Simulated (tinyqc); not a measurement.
## Ten-year voltage from two stress tests

Question. Lifetimes follow tau = t0 exp(B/Vd). Ten years are 3.15576e8 s. Find B, t0 and the drain voltage for ten years.

lifetimes at Vd = 6.2 and 7 V (s): [99000, 21836.8544]

Answer. ln(tau) is linear in 1/Vd.

B = 82.0 V
t0 = 0.179 s
ten-year voltage = 3.85 V

tinyqc, about 0.01 s, one thread, Intel Xeon 2.30GHz (shared host): `OMP_NUM_THREADS=1 python tinyqc.py 2550080 2550081 out.jsonl`
